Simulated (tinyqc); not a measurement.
# Threshold-voltage variability of a planar MOSFET, analytic estimates: effect of the channel doping

Three independent sources add in quadrature: random dopants in the depleted layer, metal-gate grains of two orientations, and roughness of the two gate edges acting through the roll-off VT = VT(long) - Vr exp(-L/l). These are first-order estimates: no three-dimensional electrostatics, no percolation.

ni = sqrt(Nc Nv) exp(-Eg/(2 Vt)), Eg in volts; Cox = 3.9 eps0/ti; Wd = sqrt(4 eps0 eps_r Vt ln(Na/ni)/(q Na)); dopants: s1 = (q/Cox) sqrt(Na Wd/(3 L W)). Grains: Ng = L W/G^2 (at least 1), s2 = dW sqrt(p (1 - p)/Ng). Edges, with exponential correlation and u = W/La: the mean gate length has sL^2 = 2 De^2 (2/u)[1 - (1 - exp(-u))/u]; s3 = sL (Vr/l) exp(-L/l). s = sqrt(s1^2 + s2^2 + s3^2). l and Vr are held fixed.

Values chosen for this exercise; material values close to those of silicon: temperature T = 325 K; band gap Eg = 1.12 eV; relative permittivity of the semiconductor eps_r = 11.6; conduction-band density of states at T Nc = 3.2e19 cm^-3; valence-band density of states at T Nv = 2.94e19 cm^-3; oxide-equivalent thickness in inversion ti = 1.1 nm; gate length L = 20 nm; gate width W = 82 nm; metal grain size G = 5 nm; work-function difference of the two grain orientations dW = 0.2 eV; share of the orientation of higher work function p = 0.3; rms roughness of one gate edge De = 1.8 nm; correlation length of the roughness La = 30 nm; decay length of the threshold roll-off l = 4 nm; prefactor of the roll-off Vr = 2.8 V.

Constants: q = 1.602176634e-19 C, kB = 1.380649e-23 J/K, Vt = kB T/q, eps0 = 8.8541878128e-14 F/cm where lengths are in cm. Results are converted to the units shown.

The same in every row: s2 (mV) = 11.32; s3 (mV) = 8.330.

Results:

| Na (cm^-3) | s1 (mV) | s (mV) | s sqrt(L W) (mV um) |
|---|---|---|---|
| 1.5e17 | 8.159 | 16.25 | 0.6580 |
| 2.6e17 | 9.448 | 16.93 | 0.6857 |
| 4.7e17 | 11.06 | 17.88 | 0.7242 |
| 1.5e18 | 15.05 | 20.59 | 0.8337 |
| 2.6e18 | 17.40 | 22.37 | 0.9058 |
| 4.5e18 | 20.12 | 24.54 | 0.9937 |
| 8e18 | 23.41 | 27.30 | 1.106 |

Estimate the missing row, Na = 8.2e17 cm^-3.

Computed row:

| Na (cm^-3) | s1 (mV) | s (mV) | s sqrt(L W) (mV um) |
|---|---|---|---|
| 8.2e17 | 12.82 | 19.02 | 0.7703 |

With this row back in the table: As Na goes from 1.5e17 to 8e18 cm^-3, s rises from 16.2 to 27.3 mV. The largest source is the grains in the first row and the dopants in the last. s1 goes on average as Na^(0.27), near the 1/4 expected from Na Wd. For Na = 1.5e17 to 2.6e18 cm^-3 the depletion depth exceeds L, so source and drain share much of the charge and s1 is rough.

tinyqc, about 0.02 s, one thread, Intel Xeon 2.30GHz (shared host): `OMP_NUM_THREADS=1 python tinyqc.py 2090142 2090143 out.jsonl`
